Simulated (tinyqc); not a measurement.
# Carrier lifetime of a p-type layer with SRH, radiative, Auger and surface recombination: effects of single changes

Uniform excess density dn = dp (no trapping), n = n0 + dn, p = p0 + dn, Boltzmann statistics, full ionisation. Surfaces enter as a rate 2 S dn/d, which holds while diffusion to them is fast.

Values chosen for this exercise; band and dielectric values close to those of gallium nitride: temperature T = 350 K; band gap Eg = 3.43 eV; conduction-band density of states at T Nc = 2.92e18 cm^-3; valence-band density of states at T Nv = 5.73e19 cm^-3; radiative coefficient B = 1.1e-10 cm^3/s; acceptor density N = 1.8e14 cm^-3; Auger coefficient (two electrons) Cn = 1.6e-31 cm^6/s; Auger coefficient (two holes) Cp = 1.2e-31 cm^6/s; trap density Nt = 2.1e13 cm^-3; capture cross-section for electrons sn = 2e-17 cm^2; capture cross-section for holes sp = 2e-16 cm^2; thermal velocity (both carriers) vth = 2e7 cm/s; trap level below the conduction band Et = 1.54 eV; surface recombination velocity (both faces) S = 0 cm/s; sample thickness d = 50 um.

Constants: q = 1.602176634e-19 C, kB = 1.380649e-23 J/K, Vt = kB T/q. Results are converted to the units shown.

Each table varies one quantity; the others keep the values above.

## Lifetime against injection

ni = sqrt(Nc Nv) exp(-Eg/(2 Vt)), Eg in volts; majority density N/2 + sqrt(N^2/4 + ni^2), n0 p0 = ni^2; n1 = Nc exp(-Et/Vt), p1 = Nv exp((Et - Eg)/Vt); tn0 = 1/(sn vth Nt), tp0 = 1/(sp vth Nt). With e = n p - ni^2 = dn (n0 + p0 + dn): U_SRH = e/(tp0 (n + n1) + tn0 (p + p1)), U_rad = B e, U_Aug = (Cn n + Cp p) e, U_s = 2 S dn/d. Each tau is dn over its rate; tau = dn/U with U the sum.

Lifetime against injection:
```
dn (cm^-3)  tau_SRH (s)  tau_rad (s)  tau_Aug (s)     tau (s)  radiative share (%)  largest path
1e11          1.1905e-4    5.0477e-5       256.73   3.5448e-5               70.226     radiative
1e12          1.1911e-4    5.0226e-5       252.51   3.5329e-5               70.340     radiative
1e13          1.1967e-4    4.7847e-5       215.70   3.4181e-5               71.438     radiative
1e14          1.2330e-4    3.2468e-5       72.005   2.5700e-5               79.156     radiative
1e15          1.2914e-4    7.7042e-6       2.8099   7.2704e-6               94.370     radiative
1e16          1.3074e-4    8.9302e-7     0.034814   8.8694e-7               99.319     radiative
1e17          1.3093e-4    9.0746e-8    3.5623e-4   9.0660e-8               99.905     radiative
1e18          1.3095e-4    9.0893e-9    3.5705e-6   9.0656e-9               99.739     radiative
1e19          1.3095e-4   9.0907e-10    3.5713e-8  8.8650e-10               97.517     radiative
```

Radiative recombination leads at dn = 1e11 and in all other rows. The total lifetime falls from 3.54e-5 to 8.87e-10 s. tau_SRH goes from 1.19e-4 s (low-injection limit 1.19e-4 s) to 1.31e-4 s (high-injection limit tn0 + tp0 = 1.31e-4 s). Between the last two rows tau_rad goes as dn^(-1.00) and tau_Aug as dn^(-2.00); the radiative share goes from 70.2 through a maximum of 99.9 (at dn = 1e17 among the rows listed) to 97.5 %. For dn = 1e18, 1e19 the carriers are degenerate, where B and the Auger coefficients no longer stay constant.

## Effect of the capture cross-section for electrons at dn = 3e16 cm^-3

Same model as above.

Here dn = 3e16 cm^-3.

The same in every row: tau_rad (s) = 3.012e-7; tau_Aug (s) = 0.003934.

Results:
```
sn (cm^2)  tau_SRH (s)   tau (s)  radiative share (%)  largest path
2e-19          0.01192  3.012e-7                99.99     radiative
2e-18         0.001202  3.011e-7                99.97     radiative
2e-17         1.309e-4  3.005e-7                99.76     radiative
2e-16         2.374e-5  2.974e-7                98.74     radiative
2e-14         1.195e-5  2.938e-7                97.53     radiative
2e-13         1.185e-5  2.937e-7                97.51     radiative
```

Estimate the missing row, sn = 2e-15 cm^2.

Computed row:
```
sn (cm^2)  tau_SRH (s)   tau (s)  radiative share (%)  largest path
2e-15         1.302e-5  2.944e-7                97.73     radiative
```

With this row back in the table: Radiative recombination leads at sn = 2e-19 and in all other rows. tau_SRH falls from 0.0119 to 1.18e-5 s and the total lifetime falls from 3.01e-7 to 2.94e-7 s.

Computed by the program tinyqc: `OMP_NUM_THREADS=1 python tinyqc.py 2300033 2300034 out.jsonl`, one thread of a shared Intel Xeon 2.30GHz, about 0.01 s for the whole run.
